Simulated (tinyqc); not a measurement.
Worked calculation: Froehlich polaron in a polar crystal. Computed by tinyqc, a small Python program that keeps every step. Command: `OMP_NUM_THREADS=1 python tinyqc.py 3008571 3008572 out.jsonl frohlich walk`. One thread of a shared host (Intel(R) Xeon(R) Processor @ 2.30GHz), about 0.05 s of CPU time with the checks. Intermediate numbers are printed to about 7 digits and carried at full precision; extremes and crossings named in words are read from the listed rows.

One electron in a parabolic band of mass m*, coupled to dispersionless LO phonons in the continuum model. Energies are in units of hbar omega unless marked, wave numbers in k_0 = sqrt(2 m* omega/hbar).

Inputs (values chosen for the exercise, modelled on strontium titanate):
```
quantity,value,unit
band mass m*,0.738,m_0
LO phonon energy hbar omega,76.7,meV
eps_inf,5.32,-
static dielectric constant eps_s,312,-
temperature T,400,K
electron wave number k/k_0,0.83,-
trial v,5.9,-
trial w,1.5,-
```

Constants: hbar^2/(2 m_0) = 3.80998212 eV angstrom^2; e^2/(4 pi eps_0) = 14.39964548 eV angstrom; k_B = 8.617333262e-05 eV/K; hbar = 6.582119569e-16 eV s; e = 1.602176634e-19 C; m_0 = 9.1093837015e-31 kg.

## Coupling constant and length scale

1/eps* = 1/eps_inf - 1/eps_s; k_0 = sqrt(2 m* omega/hbar) = sqrt(m* hbar omega / (hbar^2/(2 m_0))) with m* in m_0; alpha = (e^2/(4 pi eps_0)) k_0/(2 eps* hbar omega); polaron length 1/k_0.

eps* = 5.412286

k_0 = 0.1218890 1/angstrom

coupling constant alpha = 2.114025

polaron length 1/k_0 = 8.204188 angstrom

Intermediate coupling.

## Second-order perturbation theory

At T = 0 and k < k_0: E(k) = (k/k_0)^2 - alpha arcsin(k/k_0)/(k/k_0); so E(0) = -alpha, 1/m_p = (1 - alpha/6)/m*, and the mean number of phonons in the cloud at k = 0 is alpha/2. The Lee-Low-Pines variational state gives the same E(0) and m_p = m* (1 + alpha/6).

energy shift at k = 0 = -162.1457 meV

E(k) = -1.804905 hbar omega

m*/m_p, second order = 0.6476625

m_p/m*, Lee-Low-Pines = 1.352337

phonons in the cloud = 1.057012

## Strong-coupling trial states

Landau-Pekar: the lattice follows the mean electron density. A Gaussian state exp(-b^2 r^2/2) gives E(b) = (3/2) b^2 - alpha b sqrt(2/pi) (b in k_0), minimised at b = alpha sqrt(2/pi)/3 to E = -alpha^2/(3 pi); a state exp(-b r) gives E(b) = b^2 - (5/8) alpha b, minimised at b = 5 alpha/16 to E = -25 alpha^2/256.

best b, Gaussian = 0.5622492 k_0

E, Gaussian = -0.4741863 hbar omega

best b, exponential = 0.6606327 k_0

E, exponential = -0.4364356 hbar omega

The Gaussian bound lies below -alpha only for alpha > 3 pi = 9.42; here it lies above, so the self-trapped state is the poorer bound.

## Feynman's energy at a trial point

Feynman's bound: E(v, w) = 3 (v - w)^2/(4 v) - (alpha v/sqrt(pi)) int_0^infinity e^-u D(u)^(-1/2) du, D = w^2 u + ((v^2 - w^2)/v)(1 - e^(-v u)); integrals by 80 Gauss-Legendre points in s from 0 to 1 with u = 40 s^2.

first term = 2.461017 hbar omega

E(v, w) = -0.7315932 hbar omega

## Feynman's variational polaron

Minimise over v > w > 0 (simplex search); mass m_p/m* = 1 + (alpha v^3/(3 sqrt(pi))) int u^2 e^-u D^(-3/2) du.

best v = 3.26

best w = 2.71

E, Feynman = -2.176327 hbar omega

polaron energy, Feynman = -166.9243 meV

m_p/m*, Feynman = 1.511

The bound lies 2.9 % below -alpha, and the mass is 1.12 times the Lee-Low-Pines value.

## Mobility at low temperature

Scattering by absorption of an LO phonon: 1/tau = 2 alpha omega n, n = 1/(exp(hbar omega/(k_B T)) - 1); mu = e tau/m*, the weak-coupling result for k_B T well below hbar omega.

phonon occupation n = 0.1211384

lifetime tau = 16.75516 fs

mobility = 39.93132 cm^2/(V s)

Caution: this mobility formula holds for weak coupling and k_B T well below hbar omega, and it leaves out all other scattering.

## All approximations against the coupling

Other columns: second order -alpha; Landau-Pekar Gaussian -alpha^2/(3 pi); Lee-Low-Pines mass 1 + alpha/6. The polaron energy in meV uses the given hbar omega.

Energies (hbar omega) and masses (m*):
```
alpha,second order,Gaussian,Feynman,Feynman (meV),"mass, LLP","mass, Feynman",v,w
0.53,-0.53,-0.02980442,-0.5335662,-40.92453,1.088333,1.096,3.06,2.93
1.1,-1.1,-0.1283850,-1.115858,-85.58628,1.183333,1.219,3.12,2.86
2.1,-2.1,-0.4679155,-2.161423,-165.7811,1.35,1.506,3.26,2.71
3.4,-3.4,-1.226554,-3.576485,-274.3164,1.566667,2.12,3.51,2.49
3.8,-3.8,-1.532132,-4.027618,-308.9183,1.633333,2.408,3.61,2.41
6.8,-6.8,-4.906216,-7.819252,-599.7366,2.133333,12.28,5.53,1.65
9.8,-9.8,-10.19016,-13.07232,-1002.647,2.633333,100.4,11.9,1.22
13,-13,-17.93146,-20.79068,-1594.645,3.166667,412.8,22.2,1.11
```

All three energies are upper bounds (-alpha through the Lee-Low-Pines state), and the Feynman value is the lowest in every row. It lies within 5 % of -alpha up to alpha = 2.1; at alpha = 13 it is 1.16 times the Gaussian value, whose alpha^2 law it approaches with a constant shift of about -3 ln 2 - 3/4 = -2.83 (here -2.86). The mass stays within 10 % of 1 + alpha/6 up to alpha = 1.1 and reaches 413 m* in the last row; w falls from 2.93 towards 1 while v grows to 22.2.

Checks made by the program: second-order shift against the integral -(2 alpha/pi) int dq/(1 + q^2) (relative difference below 1e-10); v = w reduces the bound to -alpha (relative difference 1e-10).
